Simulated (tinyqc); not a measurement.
Trench capacitor in an array: capacitance, non-linearity, leakage and relaxation: two steps of the calculation.

A film between two metal electrodes, each interface adding a series capacitance ci. The small-signal permittivity is ek (1 + aq E^2); the field is found with the linear permittivity. Leakage J = J0 sinh(E/Ef). After a voltage step the film passes a relaxation current kr C V tt^(-nr), tt being the time in seconds. The sidewall is a coaxial capacitor with radii a = dm/2 - t and b = dm/2, depth AR dm; the end face is left out.

Parameters, values chosen for the exercise; permittivity of the order of that of zirconium oxide:
- ek = 36.7 (relative permittivity of the film)
- t = 9.2 nm (film thickness)
- ci = 120 uF/cm^2 (capacitance of each electrode interface (dead layer and screening))
- aq = 0.0074 cm^2/MV^2 (quadratic field coefficient of the permittivity)
- V = 2.2 V (bias)
- J0 = 1.6e-11 A/cm^2 (leakage prefactor)
- Ef = 0.34 MV/cm (field for an e-fold rise of the leakage)
- dm = 100 nm (diameter of the hole)
- AR = 50 (aspect ratio, depth over diameter)
- pt = 190 nm (pitch of the square array)
- rho = 1900 uohm cm (resistivity of the inner electrode)

Constants: eps0 = 8.8541878128e-14 F/cm where lengths are in cm. Results are converted to the units shown.

Task 1. Planar capacitance, field and non-linearity. Planar film: Cf = eps0 ek/t, 1/C = 1/Cf + 2/ci, EOT = 3.9 eps0/C, effective permittivity C t/eps0, E = (V/t) C/Cf; quadratic coefficient [C(V)/C - 1]/V^2 with Cf (1 + aq E^2) in C(V).

Find: Cf; C; EOT; effective permittivity; E; quadratic coefficient; J.

Result 1.

Cf = 3.5321 uF/cm^2
C = 3.3357 uF/cm^2
EOT = 1.0352 nm
effective permittivity = 34.660
E = 2.2584 MV/cm
quadratic coefficient = 7348.9 ppm/V^2
J = 6.1345e-9 A/cm^2

The interfaces take 5.56 % of the voltage.

Task 2. Cell capacitance, fields and time constant. Per length 1/c = ln(b/a)/(2 pi eps0 ek) + (1/a + 1/b)/(2 pi ci); cell capacitance c AR dm; per footprint over pt^2; fields c V/(2 pi eps0 ek r) at r = a and b; resistance of the inner electrode rho AR dm/(pi a^2); time constant R C/3 of the distributed line.

Wanted: a; b; cell capacitance; capacitance per footprint; field at a; field at b; R; R C/3.

Result 2.

a = 40.800 nm
b = 50.000 nm
cell capacitance = 47.395 fF
capacitance per footprint = 131.29 uF/cm^2
field at a = 2.5034 MV/cm
field at b = 2.0428 MV/cm
R = 18.166 kohm
R C/3 = 286.99 ps

The array gives 39.4 times the planar capacitance per footprint; curvature makes the field at the inner electrode 1.11 times the planar value.

tinyqc, about 0.01 s, one thread, Intel Xeon 2.30GHz (shared host): `OMP_NUM_THREADS=1 python tinyqc.py 2102146 2102147 out.jsonl`
